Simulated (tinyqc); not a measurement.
Inside a calculation. Method: UHF in the 6-311g basis, for H2, spin multiplicity 1. One step of it, computed by the program tinyqc.

Problem. Iteration 3: building the Fock matrix. J_ij = sum D_kl (ij|kl) with D = D(alpha) + D(beta), K_ij = sum D_kl (ik|jl) for each spin; F = H + J - K(s); E = tr D H + tr D J / 2 - 0.5 sum_s tr D(s) K(s) + E_nn.

D(alpha) after iteration 2:
```
,1H 1s,1H 2s,1H 3s,2H 1s,2H 2s,2H 3s
1H 1s,0.028894,0.057942,0.043663,0.013475,0.015332,0.007949
1H 2s,0.057942,0.235822,0.166165,-0.008326,0.058838,0.043488
1H 3s,0.043663,0.166165,0.117915,-0.002827,0.041346,0.030216
2H 1s,0.013475,-0.008326,-0.002827,0.016733,-0.001186,-0.004419
2H 2s,0.015332,0.058838,0.041346,-0.001186,0.015012,0.010584
2H 3s,0.007949,0.043488,0.030216,-0.004419,0.010584,0.008568
```

D(beta) after iteration 2:
```
,1H 1s,1H 2s,1H 3s,2H 1s,2H 2s,2H 3s
1H 1s,0.016733,-0.001186,-0.004419,0.013475,-0.008326,-0.002827
1H 2s,-0.001186,0.015012,0.010584,0.015332,0.058838,0.041346
1H 3s,-0.004419,0.010584,0.008568,0.007949,0.043488,0.030216
2H 1s,0.013475,0.015332,0.007949,0.028894,0.057942,0.043663
2H 2s,-0.008326,0.058838,0.043488,0.057942,0.235822,0.166165
2H 3s,-0.002827,0.041346,0.030216,0.043663,0.166165,0.117915
```

core Hamiltonian H = T + V (hartree):
```
,1H 1s,1H 2s,1H 3s,2H 1s,2H 2s,2H 3s
1H 1s,-0.238377,-0.816482,-0.569898,-0.129039,-0.318705,-0.367417
1H 2s,-0.816482,-0.850246,-0.727588,-0.318705,-0.501141,-0.543590
1H 3s,-0.569898,-0.727588,-0.729671,-0.367417,-0.543590,-0.615164
2H 1s,-0.129039,-0.318705,-0.367417,-0.238377,-0.816482,-0.569898
2H 2s,-0.318705,-0.501141,-0.543590,-0.816482,-0.850246,-0.727588
2H 3s,-0.367417,-0.543590,-0.615164,-0.569898,-0.727588,-0.729671
```

Two-electron integrals (ij|kl) in chemists' order, unique and non-zero (hartree):
```
i,j,k,l,(ij|kl)
1,1,1,1,1.393035
2,1,1,1,0.822971
2,1,2,1,0.509703
2,2,1,1,0.822904
2,2,2,1,0.543028
2,2,2,2,0.644106
3,1,1,1,0.411256
3,1,2,1,0.257757
3,1,2,2,0.279868
3,1,3,1,0.130794
3,2,1,1,0.543681
3,2,2,1,0.365771
3,2,2,2,0.452669
3,2,3,1,0.189803
3,2,3,2,0.325140
3,3,1,1,0.494021
3,3,2,1,0.340115
3,3,2,2,0.445993
3,3,3,1,0.178035
3,3,3,2,0.331779
3,3,3,3,0.361682
4,1,1,1,0.027543
4,1,2,1,0.018415
4,1,2,2,0.022133
4,1,3,1,0.009521
4,1,3,2,0.015563
4,1,3,3,0.015276
4,1,4,1,0.001380
4,2,1,1,0.095229
4,2,2,1,0.066407
4,2,2,2,0.088501
4,2,3,1,0.034893
4,2,3,2,0.065741
4,2,3,3,0.070237
4,2,4,1,0.005663
4,2,4,2,0.031128
4,3,1,1,0.104510
4,3,2,1,0.073359
4,3,2,2,0.100182
4,3,3,1,0.038667
4,3,3,2,0.075776
4,3,3,3,0.083799
4,3,4,1,0.006193
4,3,4,2,0.037443
4,3,4,3,0.047117
4,4,1,1,0.431530
4,4,2,1,0.304502
4,4,2,2,0.424177
4,4,3,1,0.160923
4,4,3,2,0.324990
4,4,3,3,0.366236
4,4,4,1,0.027543
4,4,4,2,0.188701
4,4,4,3,0.244527
4,4,4,4,1.393035
5,1,1,1,0.188701
5,1,2,1,0.119000
5,1,2,2,0.130442
5,1,3,1,0.060490
5,1,3,2,0.088758
5,1,3,3,0.083602
5,1,4,1,0.005663
5,1,4,2,0.020811
5,1,4,3,0.022732
5,1,4,4,0.095229
5,1,5,1,0.031128
5,2,1,1,0.276286
5,2,2,1,0.186977
5,2,2,2,0.234131
5,2,3,1,0.097218
5,2,3,2,0.169060
5,2,3,3,0.173793
5,2,4,1,0.011336
5,2,4,2,0.052483
5,2,4,3,0.061262
5,2,4,4,0.276286
5,2,5,1,0.052483
5,2,5,2,0.112044
5,3,1,1,0.256681
5,3,2,1,0.177319
5,3,2,2,0.234054
5,3,3,1,0.092927
5,3,3,2,0.174537
5,3,3,3,0.190486
5,3,4,1,0.011397
5,3,4,2,0.059799
5,3,4,3,0.073802
5,3,4,4,0.344213
5,3,5,1,0.050420
5,3,5,2,0.120357
5,3,5,3,0.140571
5,4,1,1,0.304502
5,4,2,1,0.214509
5,4,2,2,0.296943
5,4,3,1,0.113265
5,4,3,2,0.226841
5,4,3,3,0.255452
5,4,4,1,0.018415
5,4,4,2,0.119000
5,4,4,3,0.153587
5,4,4,4,0.822971
5,4,5,1,0.066407
5,4,5,2,0.186977
5,4,5,3,0.232377
5,4,5,4,0.509703
5,5,1,1,0.424177
5,5,2,1,0.296943
5,5,2,2,0.405108
5,5,3,1,0.156406
5,5,3,2,0.307945
5,5,3,3,0.347326
5,5,4,1,0.022133
5,5,4,2,0.130442
5,5,4,3,0.167348
5,5,4,4,0.822904
5,5,5,1,0.088501
5,5,5,2,0.234131
5,5,5,3,0.289915
5,5,5,4,0.543028
5,5,5,5,0.644106
6,1,1,1,0.244527
6,1,2,1,0.153587
6,1,2,2,0.167348
6,1,3,1,0.077984
6,1,3,2,0.113641
6,1,3,3,0.106776
6,1,4,1,0.006193
6,1,4,2,0.022732
6,1,4,3,0.025071
6,1,4,4,0.104510
6,1,5,1,0.037443
6,1,5,2,0.061262
6,1,5,3,0.058687
6,1,5,4,0.073359
6,1,5,5,0.100182
6,1,6,1,0.047117
6,2,1,1,0.344213
6,2,2,1,0.232377
6,2,2,2,0.289915
6,2,3,1,0.120735
6,2,3,2,0.209169
6,2,3,3,0.215078
6,2,4,1,0.011397
6,2,4,2,0.050420
6,2,4,3,0.058687
6,2,4,4,0.256681
6,2,5,1,0.059799
6,2,5,2,0.120357
6,2,5,3,0.127237
6,2,5,4,0.177319
6,2,5,5,0.234054
6,2,6,1,0.073802
6,2,6,2,0.140571
6,3,1,1,0.345143
6,3,2,1,0.238573
6,3,2,2,0.316276
6,3,3,1,0.125080
6,3,3,2,0.237017
6,3,3,3,0.262411
6,3,4,1,0.012577
6,3,4,2,0.062586
6,3,4,3,0.076770
6,3,4,4,0.345143
6,3,5,1,0.062586
6,3,5,2,0.141186
6,3,5,3,0.162836
6,3,5,4,0.238573
6,3,5,5,0.316276
6,3,6,1,0.076770
6,3,6,2,0.162836
6,3,6,3,0.208366
6,4,1,1,0.160923
6,4,2,1,0.113265
6,4,2,2,0.156406
6,4,3,1,0.059783
6,4,3,2,0.119365
6,4,3,3,0.134412
6,4,4,1,0.009521
6,4,4,2,0.060490
6,4,4,3,0.077984
6,4,4,4,0.411256
6,4,5,1,0.034893
6,4,5,2,0.097218
6,4,5,3,0.120735
6,4,5,4,0.257757
6,4,5,5,0.279868
6,4,6,1,0.038667
6,4,6,2,0.092927
6,4,6,3,0.125080
6,4,6,4,0.130794
6,5,1,1,0.324990
6,5,2,1,0.226841
6,5,2,2,0.307945
6,5,3,1,0.119365
6,5,3,2,0.233924
6,5,3,3,0.264920
6,5,4,1,0.015563
6,5,4,2,0.088758
6,5,4,3,0.113641
6,5,4,4,0.543681
6,5,5,1,0.065741
6,5,5,2,0.169060
6,5,5,3,0.209169
6,5,5,4,0.365771
6,5,5,5,0.452669
6,5,6,1,0.075776
6,5,6,2,0.174537
6,5,6,3,0.237017
6,5,6,4,0.189803
6,5,6,5,0.325140
6,6,1,1,0.366236
6,6,2,1,0.255452
6,6,2,2,0.347326
6,6,3,1,0.134412
6,6,3,2,0.264920
6,6,3,3,0.304893
6,6,4,1,0.015276
6,6,4,2,0.083602
6,6,4,3,0.106776
6,6,4,4,0.494021
6,6,5,1,0.070237
6,6,5,2,0.173793
6,6,5,3,0.215078
6,6,5,4,0.340115
6,6,5,5,0.445993
6,6,6,1,0.083799
6,6,6,2,0.190486
6,6,6,3,0.262411
6,6,6,4,0.178035
6,6,6,5,0.331779
6,6,6,6,0.361682
```

nuclear repulsion = 0.43162905 hartree

Give: Coulomb J; exchange K(alpha); exchange K(beta); F(alpha); F(beta); total energy of this density.

Solution.

Coulomb J (hartree):
```
,1H 1s,1H 2s,1H 3s,2H 1s,2H 2s,2H 3s
1H 1s,1.2026,0.8065,0.4187,0.0426,0.2107,0.2571
1H 2s,0.8065,1.0081,0.7335,0.2107,0.4515,0.5060
1H 3s,0.4187,0.7335,0.7720,0.2571,0.5060,0.6156
2H 1s,0.0426,0.2107,0.2571,1.2026,0.8065,0.4187
2H 2s,0.2107,0.4515,0.5060,0.8065,1.0081,0.7335
2H 3s,0.2571,0.5060,0.6156,0.4187,0.7335,0.7720
```

exchange K(alpha) (hartree):
```
,1H 1s,1H 2s,1H 3s,2H 1s,2H 2s,2H 3s
1H 1s,0.4416,0.4578,0.3376,0.0897,0.2052,0.2417
1H 2s,0.4578,0.5444,0.4294,0.1254,0.2707,0.3160
1H 3s,0.3376,0.4294,0.3551,0.1105,0.2307,0.2680
2H 1s,0.0897,0.1254,0.1105,0.0921,0.1189,0.1051
2H 2s,0.2052,0.2707,0.2307,0.1189,0.2004,0.2007
2H 3s,0.2417,0.3160,0.2680,0.1051,0.2007,0.2186
```

exchange K(beta) (hartree):
```
,1H 1s,1H 2s,1H 3s,2H 1s,2H 2s,2H 3s
1H 1s,0.0921,0.1189,0.1051,0.0897,0.1254,0.1105
1H 2s,0.1189,0.2004,0.2007,0.2052,0.2707,0.2307
1H 3s,0.1051,0.2007,0.2186,0.2417,0.3160,0.2680
2H 1s,0.0897,0.2052,0.2417,0.4416,0.4578,0.3376
2H 2s,0.1254,0.2707,0.3160,0.4578,0.5444,0.4294
2H 3s,0.1105,0.2307,0.2680,0.3376,0.4294,0.3551
```

F(alpha) (hartree):
```
,1H 1s,1H 2s,1H 3s,2H 1s,2H 2s,2H 3s
1H 1s,0.5226,-0.4677,-0.4888,-0.1761,-0.3132,-0.3520
1H 2s,-0.4677,-0.3865,-0.4234,-0.2333,-0.3204,-0.3535
1H 3s,-0.4888,-0.4234,-0.3128,-0.2208,-0.2682,-0.2676
2H 1s,-0.1761,-0.2333,-0.2208,0.8720,-0.1289,-0.2563
2H 2s,-0.3132,-0.3204,-0.2682,-0.1289,-0.0425,-0.1947
2H 3s,-0.3520,-0.3535,-0.2676,-0.2563,-0.1947,-0.1763
```

F(beta) (hartree):
```
,1H 1s,1H 2s,1H 3s,2H 1s,2H 2s,2H 3s
1H 1s,0.8720,-0.1289,-0.2563,-0.1761,-0.2333,-0.2208
1H 2s,-0.1289,-0.0425,-0.1947,-0.3132,-0.3204,-0.2682
1H 3s,-0.2563,-0.1947,-0.1763,-0.3520,-0.3535,-0.2676
2H 1s,-0.1761,-0.3132,-0.3520,0.5226,-0.4677,-0.4888
2H 2s,-0.2333,-0.3204,-0.3535,-0.4677,-0.3865,-0.4234
2H 3s,-0.2208,-0.2682,-0.2676,-0.4888,-0.4234,-0.3128
```

total energy of this density = -0.940767 hartree

This density is a damped mixture and is not idempotent.
